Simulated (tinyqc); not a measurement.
# Worked calculation: resistance of a tapered via with liner, size effect and interface

tinyqc, about 0.01 s, one thread, Intel Xeon 2.30GHz (shared host): `OMP_NUM_THREADS=1 python tinyqc.py 2750111 2750112 out.jsonl` Printed values are rounded.

A round via whose diameter grows from db at the bottom as D(z) = db + 2 z/tan(ang). The fill, of diameter D - 2 tl, starts above the bottom liner (thickness fb tl) and has rho = rho0 (1 + ks lam/(D - 2 tl)); the sidewall liner conducts in parallel with it. The bottom liner and the interface are crossed over the full area pi db^2/4. Spreading in the lines above and below is left out.

Inputs (values chosen for the exercise); fill metal close to ruthenium:
- db = 12 nm (diameter at the bottom)
- hv = 46 nm (height)
- ang = 85 degrees (sidewall angle)
- rho0 = 7.71 uohm cm (bulk resistivity of the fill)
- lam = 6.69 nm (mean free path of the fill)
- ks = 1 (size-effect factor)
- tl = 0.4 nm (liner on the sidewall)
- fb = 0.5 (liner at the bottom over that on the sidewall)
- rl = 410 uohm cm (resistivity of the liner)
- ri = 7.6e-13 ohm cm^2 (interface resistivity at the bottom)
- Sb = 1.5e15 S/m^2 (ballistic conductance per area, about 3/(4 rho0 lam))

## Slices of the via

Slices between z0 = fb tl and hv, evaluated at their midpoints: conductance per length pi/4 [(D - 2 tl)^2/rho + (D^2 - (D - 2 tl)^2)/rl], slice resistance = slice height over that. 9 slices.

z, slice 0 to 8 (nm): [2.74444, 7.83333, 12.9222, 18.0111, 23.1, 28.1889, 33.2778, 38.3667, 43.4556]
D, slice 0 to 8 (nm): [12.4802, 13.3707, 14.2611, 15.1515, 16.0420, 16.9324, 17.8229, 18.7133, 19.6037]
rho, slice 0 to 8 (uohm cm): [12.1260, 11.8132, 11.5418, 11.3040, 11.0941, 10.9073, 10.7400, 10.5894, 10.4531]
slice resistance, slice 0 to 8 (ohm): [5.73500, 4.82552, 4.11293, 3.54487, 3.08516, 2.70818, 2.39542, 2.13320, 1.91129]

## Total resistance

R_fill = sum of the slices; R_bottom = rl fb tl/(pi db^2/4); R_interface = ri/(pi db^2/4); ballistic (Sharvin) limit 1/(Sb pi (db - 2 tl)^2/4); ideal cylinder rho0 hv/(pi db^2/4).

parts (ohm): fill 30.4516, bottom liner 7.25039, interface 0.671988
R = 38.3739 ohm
shares (%): fill 79.3548, bottom liner 18.8941, interface 1.7512
ballistic limit = 6.76679 ohm
ideal cylinder = 31.3588 ohm

The fill is the largest part, and R is 1.22 times the ideal cylinder. With 2000 slices R = 38.415 ohm.
